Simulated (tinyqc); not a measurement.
# p-n diode, drift-diffusion by the Gummel loop with Scharfetter-Gummel fluxes: what changes with what

Abrupt junction at x = 0, p side from -Lp, n side to Ln, ohmic contacts. psi is counted from the intrinsic level; n = ni exp((psi - phin)/Vt), p = ni exp((phip - psi)/Vt). Contacts: p side psi = V - Vt ln(Na/ni), p = Na, n = ni^2/Na; n side psi = Vt ln(Nd/ni), n = Nd, p = ni^2/Nd. Constant mobilities, D = mu Vt, Boltzmann statistics, SRH recombination through a mid-gap level, U = (n p - ni^2)/(tp (n + ni) + tn (p + ni)). Current is positive from the p contact to the n contact.

Values chosen for this exercise; band and dielectric values close to those of silicon: temperature T = 300 K; band gap Eg = 1.12 eV; relative permittivity eps_r = 11.8; conduction-band density of states at T Nc = 2.77e19 cm^-3; valence-band density of states at T Nv = 2.67e19 cm^-3; acceptor density of the p side Na = 6.3e15 cm^-3; donor density of the n side Nd = 1.9e16 cm^-3; electron mobility mun = 930 cm^2/(V s); hole mobility mup = 370 cm^2/(V s); SRH lifetime of electrons tn = 2e-7 s; SRH lifetime of holes tp = 5e-9 s; length of the p side Lp = 6.3 um; length of the n side Ln = 2.1 um; uniform generation rate G = 0 cm^-3 s^-1.

Constants: q = 1.602176634e-19 C, kB = 1.380649e-23 J/K, Vt = kB T/q, eps0 = 8.8541878128e-14 F/cm where lengths are in cm. Results are converted to the units shown.

Each table varies one quantity; the others keep the values above.

## Current against voltage in the dark

ni = sqrt(Nc Nv) exp(-Eg/(2 Vt)), Eg in volts. Poisson and both continuity equations are solved self-consistently with Scharfetter-Gummel fluxes on a graded mesh of 500 nodes. J_scr is q times the integral of U between -xp and xn. Ideal diffusion current J_id = q ni^2 [Dn coth(wp/Le)/(Le Na) + Dp coth(wn/Lh)/(Lh Nd)] (exp(V/Vt) - 1), Le = sqrt(Dn tn), Lh = sqrt(Dp tp), wp = Lp - xp, wn = Ln - xn, with xp and xn from the depletion approximation (W = sqrt(2 eps0 eps_r (Vbi - V)(1/Na + 1/Nd)/q), xp = W Nd/(Na + Nd), xn = W Na/(Na + Nd), Vbi = Vt ln(Na Nd/ni^2)). Ideality factor = 0.004 V/(Vt ln[J(V + 0.004 V)/J(V)]). Here G = 0.

In this table G = 0 cm^-3 s^-1.

Current against voltage in the dark:

| V (V) | J (A/cm^2) | ideality factor | J_scr/J (%) | J_id (A/cm^2) | share recombining at the contacts (%) | larger minority/doping at -xp and xn |
|---|---|---|---|---|---|---|
| 0.14 | 1.26e-6 | 1.68 | 96.9 | 3.94e-8 | 2.73 | 1.02e-9 |
| 0.2 | 4.90e-6 | 1.71 | 91.8 | 4.02e-7 | 7.14 | 1.03e-8 |
| 0.26 | 1.99e-5 | 1.57 | 79.5 | 4.08e-6 | 17.9 | 1.04e-7 |
| 0.31 | 7.30e-5 | 1.39 | 61.4 | 2.82e-5 | 33.6 | 7.15e-7 |
| 0.37 | 4.45e-4 | 1.19 | 35.7 | 2.86e-4 | 55.9 | 7.19e-6 |
| 0.43 | 0.00348 | 1.08 | 16.6 | 0.00291 | 72.5 | 7.20e-5 |
| 0.48 | 0.0217 | 1.04 | 8.01 | 0.0201 | 79.9 | 4.89e-4 |
| 0.54 | 0.208 | 1.02 | 3.16 | 0.204 | 84.1 | 0.00476 |
| 0.6 | 1.97 | 1.06 | 1.07 | 2.07 | 86.6 | 0.0421 |

J rises from 1.26e-6 to 1.97 A/cm^2; the ideality factor moves up and down between 1.02 and 1.71. Recombination in the depleted layer carries over half of the current up to V = 0.31 V, where the factor is 1.39; it grows roughly as exp(V/2 Vt), so diffusion overtakes it. Where the factor is lowest (V = 0.54 V), J is 2.3 % above the ideal diffusion current.

## Effect of the donor density of the n side at fixed bias

Same model as above.

In this table V = 0.33 V.

Results:

| Nd (cm^-3) | J (A/cm^2) | ideality factor | J_scr/J (%) | J_id (A/cm^2) | share recombining at the contacts (%) | larger minority/doping at -xp and xn |
|---|---|---|---|---|---|---|
| 1.9e16 | 1.29e-4 | 1.31 | 52.8 | 6.11e-5 | 41.1 | 1.54e-6 |
| 3.8e16 | 1.18e-4 | 1.35 | 56.8 | 5.11e-5 | 39.2 | 1.53e-6 |
| 7.4e16 | 1.13e-4 | 1.37 | 59.1 | 4.63e-5 | 38.1 | 1.52e-6 |
| 1.5e17 | 1.10e-4 | 1.38 | 60.4 | 4.38e-5 | 37.5 | 1.51e-6 |
| 5.7e17 | 1.09e-4 | 1.39 | 61.4 | 4.21e-5 | 37.0 | 1.47e-6 |

Estimate the missing row, Nd = 2.9e17 cm^-3.

Computed row:

| Nd (cm^-3) | J (A/cm^2) | ideality factor | J_scr/J (%) | J_id (A/cm^2) | share recombining at the contacts (%) | larger minority/doping at -xp and xn |
|---|---|---|---|---|---|---|
| 2.9e17 | 1.09e-4 | 1.39 | 61.1 | 4.27e-5 | 37.2 | 1.50e-6 |

With this row back in the table: As Nd rises from 1.9e16 to 5.7e17, J falls from 1.29e-4 to 1.09e-4 A/cm^2, the share of the depleted layer rises from 52.8 to 61.4 % and the share lost at the contacts falls from 41.1 to 37.0 %. The exponent d ln J/d ln Nd is -0.13 between the first two rows and -0.01 between the last two. J less J_scr is 0.36 % below J_id in the last row.

Program tinyqc, `OMP_NUM_THREADS=1 python tinyqc.py 2240020 2240021 out.jsonl`; Intel Xeon 2.30GHz, shared host, one thread, about 0.1 s.
